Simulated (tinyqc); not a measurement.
Choice of the trial bonds: Wannier functions of a composite (isolated) pair of valence bands (bonds of an sp chain).

Each atom has a hybrid pointing left (<) and right (>). H(k): diagonal +V3 on A, -V3 on B; <A<|A>> = -V1a, <B<|B>> = -V1b, <A>|B<> = -V2, <B>|A<> = -V2p exp(ik); k in 1/a, Bloch sums with exp(ikR). The two lowest bands are filled. Trial functions in cell 0: g1 = cos(c) A> + sin(c) B<, and g2 = sin(c) B> + cos(c) A< of cell 1, whose Bloch vector has cos(c) exp(-ik) on A<. Projection A_mn = <psi_m|g_n>, S = A^+ A, Loewdin U = A S^(-1/2), Bloch-like states w_n = sum_m psi_m U_mn, H_W(k) = U^+ diag(E) U. P = sum_m |psi_m><psi_m| is free of phase choices, and S = g^+ P g, w = P g S^(-1/2).

Inputs chosen for the exercise:
- V2 = 4.36 eV (coupling in the bond A-B inside the cell)
- V2p = 2.91 eV (coupling in the bond to the next cell)
- V1a = 0.7 eV (coupling of the two hybrids on A)
- V1b = 1.72 eV (the same on B)
- V3 = 1.24 eV (A at +V3, B at -V3)
- xb = 0.46 a (position of B (A at 0))

N = 12; centres and spreads in real space with point-like hybrids at R and R + xb; smallest eigenvalue of S over the mesh.

Trial angle:

| c (deg) | smallest S | centre 1 (a) | centre 2 (a) | sum of centres | total spread (a^2) | H_12(R = 0), mean over k (eV) |
|---|---|---|---|---|---|---|
| 15 | 0.458 | 0.2931 | 0.6234 | 0.9165 | 0.1192 | -1.1399 |
| 30 | 0.713 | 0.2931 | 0.6234 | 0.9165 | 0.1189 | -1.1351 |
| 45 | 0.911 | 0.2931 | 0.6234 | 0.9165 | 0.1188 | -1.1313 |
| 55 | 0.972 | 0.2931 | 0.6234 | 0.9165 | 0.1188 | -1.1288 |
| 65 | 0.887 | 0.2931 | 0.6234 | 0.9165 | 0.1187 | -1.1263 |
| 75 | 0.756 | 0.2931 | 0.6234 | 0.9165 | 0.1188 | -1.1236 |
| 85 | 0.594 | 0.2931 | 0.6234 | 0.9165 | 0.1188 | -1.1205 |

The sum of the centres stays at 0.9165 a within 0.0000: it gives the electronic polarisation, modulo a, and is fixed by the filled space. Single centres move by up to 0.0001 a and H_12(0), a matter of gauge, moves by 19 meV. The total spread runs only from 0.1187 to 0.1192 a^2, so the orthogonalisation repairs even poor trials; the projection is best at c = 55 degrees among these rows, and the two bonds, isolated, have c = 53 and 57.

Computed by tinyqc, a small Python program: `OMP_NUM_THREADS=1 python tinyqc.py 1451573 1451574 out.jsonl` (the numbers bound the seed that draws the inputs); one thread of a shared host (Intel(R) Xeon(R) Processor @ 2.30GHz), about 0.2 s for the whole set of steps.
